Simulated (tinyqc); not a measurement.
Length of a molecular wire: coherent transport through a tight-binding bridge. Computed by the program tinyqc. 

A uniform bridge between two chains:
```
parameter                        value
site energy (eV)              1.290000
hopping in the bridge (eV)    0.650000
lead hopping (eV)             2.290000
couplings (eV)              0.82, 0.35
E (eV)                       -0.120000
```

T = Gamma_L Gamma_R |G_1n|^2 with the self-energies of semi-infinite chains.

Transmission against length:
```
sites           T      ln T
2      1.0198e-02   -4.5856
3      4.0376e-03   -5.5121
4      1.7019e-03   -6.3760
5      7.3660e-04   -7.2135
6      3.2247e-04   -8.0395
7      1.4189e-04   -8.8605
8      6.2566e-05   -9.6793
9      2.7616e-05  -10.4971
10     1.2195e-05  -11.3145
```

E lies outside the band of the bridge (|E - e|/2h = 1.085 > 1), so T decays as exp(-beta n) with beta = 2 arccosh(1.085) = 0.8171 a site; the last two rows give 0.8174.
